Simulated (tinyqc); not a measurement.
Vacuum evaporation: vapour pressure, source flux, thickness distribution, purity and step coverage: one step, computed by the program tinyqc. Command: `OMP_NUM_THREADS=1 python tinyqc.py 3114184 3114185 out.jsonl evap walk`. One thread of a shared host (Intel(R) Xeon(R) Processor @ 2.30GHz), about 0.01 s of CPU time with the checks.

Molecular flow, unit sticking of the metal, no re-evaporation. The background gas is taken as water vapour (18.015 g/mol, collision diameter 0.37 nm) at 300 K.

Question. Vapour pressure and flux. log10(p_v/Pa) = A - B/T; flux from the surface Phi = p_v/sqrt(2 pi m k_B T), m = M u. Mass loss = Phi x area x m; heat of evaporation = ln(10) R B; d ln Phi/dT = ln(10) B/T^2 - 1/(2 T).

Inputs (values chosen for the exercise, modelled on nickel, with constants for the liquid):
```
quantity                    value   unit
molar mass M                58.69  g/mol
vapour-pressure constant A  11.66      -
vapour-pressure constant B  20740      K
source temperature T         1730      K
source area                  0.42   cm^2
```

Constants: u = 1.6605390666e-27 kg; k_B = 1.380649e-23 J/K; R = 8.314462618 J/(mol K).

Give: vapour pressure p_v; flux Phi; mass loss; heat of evaporation; change of flux per kelvin.

Answer.

vapour pressure p_v = 0.4694 Pa

flux Phi = 3.881e+17 1/(cm^2 s)

mass loss = 0.05720 g/h

heat of evaporation = 397.1 kJ/mol

change of flux per kelvin = 1.567 %/K

Holding the rate to 1 % needs the temperature to about 0.64 K.
